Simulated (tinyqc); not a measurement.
# Mobility and doping from two currents

Question. A trap-free film with injecting contacts is fitted, with diffusion neglected, by J = q mu N V/Lf + (9/8) eps0 eps_r mu V^2/Lf^3. Find mu, N and the voltage at which both terms are equal.

Values chosen for this exercise:

| symbol | value | unit | meaning |
|---|---|---|---|
| eps_r | 12.8 |  | relative permittivity |
| Lf | 510 | nm | film thickness |

Constants: q = 1.602176634e-19 C, eps0 = 8.8541878128e-14 F/cm where lengths are in cm. Results are converted to the units shown.

J at 2.8 and 9 V (A/cm^2): 476.78947  2766.1045

Solution. J/V is a straight line in V: the slope gives mu and the intercept mu N.

mu = 2.300 cm^2/(V s)
N = 1.500e16 cm^-3
crossover voltage = 4.903 V

Computed by the program tinyqc: `OMP_NUM_THREADS=1 python tinyqc.py 2730058 2730059 out.jsonl`, one thread of a shared Intel Xeon 2.30GHz, about 3 s for the whole run.
